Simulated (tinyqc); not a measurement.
Capillary instabilities by surface diffusion: grooving and agglomeration of films, edge retraction, wire break-up and smoothing of roughness. Changing the film thickness h. Computed by tinyqc, a small Python program. Command: `OMP_NUM_THREADS=1 python tinyqc.py 3007063 3007064 out.jsonl dewet sweep`. One thread of a shared host (Intel(R) Xeon(R) Processor @ 2.30GHz), about 0.01 s of CPU time with the checks.

Isotropic surface energy; shapes change by surface diffusion alone.

Inputs (values chosen for the exercise, of the order of those of a ruthenium film):

| quantity | value | unit |
|---|---|---|
| surface energy gamma_s | 2.92 | J/m^2 |
| grain-boundary energy gamma_b | 1.2 | J/m^2 |
| interface energy gamma_i | 1.2 | J/m^2 |
| contact angle on the substrate theta | 120 | degrees |
| atomic volume Omega | 13.6 | angstrom^3 |
| surface sites nu | 13 | 1/nm^2 |
| prefactor D0 | 0.00043 | m^2/s |
| activation energy Q | 2.16 | eV |
| temperature T | 927 | K |
| time t | 3800 | s |
| grain radius R | 47 | nm |

Grooves: at the surface and the interface.

Constants: k_B = 8.617333262e-05 eV/K; k_B = 1.380649e-23 J/K.

Method:
- B = D_s nu gamma_s Omega^2/(k_B T), D_s = D0 exp(-Q/(k_B T)).
- Groove angle beta: sin(beta) = gamma_b/(2 gamma). For circular grains of radius R with spherical caps the groove ends (measured from the mean surface) at the depth R g(beta), g = (2 - 3 cos beta + cos^3 beta)/(3 sin^3 beta). The film parts if R [g(beta_s) + g(beta_i)] > h.
- Mullins' isolated groove: depth below the flat surface d = 0.780 m (B t)^(1/4), m = tan(beta_s), width between the ridges 4.6 (B t)^(1/4); time to reach h: (h/(0.780 m))^4/B.
- A rim shaped as a circular segment with contact angle theta holds the area h x; its radius r obeys r^2 (theta - sin theta cos theta) = h x. To advance, the edge must carry a strip of the rim height H = r (1 - cos theta) over the rim, driven by the curvature 1/r over the distance r theta (the scaling argument of Brandon and Bradshaw): H dx/dt = B/(theta r^2) gives x^(5/2) = (5/2) B t c^(3/2)/(theta (1 - cos theta) h^(3/2)), c = theta - sin theta cos theta.

One run for each value:

| film thickness h (nm) | time to reach the substrate (s) | retraction x (nm) | final depth over h |
|---|---|---|---|
| 2.0 | 5.220e+01 | 319.9 | 4.448 |
| 3.3 | 3.869e+02 | 236.9 | 2.696 |
| 5.3 | 2.574e+03 | 178.3 | 1.679 |
| 8.7 | 1.869e+04 | 132.4 | 1.023 |
| 14.0 | 1.253e+05 | 99.5 | 0.635 |
| 23.0 | 9.130e+05 | 73.9 | 0.387 |
| 38.0 | 6.803e+06 | 54.7 | 0.234 |
| 61.0 | 4.517e+07 | 41.2 | 0.146 |
| 100.0 | 3.262e+08 | 30.6 | 0.089 |

Over the rows, time to reach the substrate (s) rises from 52.2 to 3.26e8 (exponent d ln y / d ln x about 4.0 throughout); retraction x (nm) falls from 320 to 30.6 (exponent d ln y / d ln x about -0.60 throughout); final depth over h falls from 4.45 to 0.0890 (exponent d ln y / d ln x about -1.0 throughout). The exponent of time to reach the substrate stays at 4: surface diffusion over the length h. The exponent of retraction x stays at -0.60: a thicker film has more matter to move. At fixed B a film half as thick lasts a sixteenth as long, which a drop of about 89 K makes good: the agglomeration temperature is lower for thinner films.

Caution (rows 3.30, 5.30, 8.70, 14.0, 23.0, 38.0, 61.0, 100): the grains are too small for the surface groove ever to reach the depth h. Caution (rows 38.0, 61.0, 100): the rim is not yet high against the film, as the scaling law assumes.
